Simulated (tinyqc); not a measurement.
Inside a calculation. Method: RKS/LDA (VWN5) in the sto-3g basis, for H2, spin multiplicity 1. One step of it, computed by the program tinyqc.

Problem. Iteration 2: diagonalisation and new density. Diagonalise F' = X^T F X, C = X C', fill 1 alpha and 1 beta electrons from the bottom; D = 2 C_occ C_occ^T. Each column has its largest component positive (the first on a tie).

extrapolated F (hartree):
```
           1H 1s      2H 1s
1H 1s  -0.103492  -0.243365
2H 1s  -0.243365  -0.103492
```

X:
```
           1H 1s      2H 1s
1H 1s   1.145056  -0.341124
2H 1s  -0.341124   1.145056
```

Give: F' = X^T F X; orbital energies; coefficients C; D after iteration 2.

Solution.

F' = X^T F X (hartree):
```
         1        2
1   0.0424  -0.2666
2  -0.2666   0.0424
```

orbital energies (hartree): MO1 -0.2242, MO2 0.3089

coefficients C:
```
          MO1      MO2
1H 1s  0.5685   1.0509
2H 1s  0.5685  -1.0509
```

D after iteration 2:
```
        1H 1s   2H 1s
1H 1s  0.6463  0.6463
2H 1s  0.6463  0.6463
```
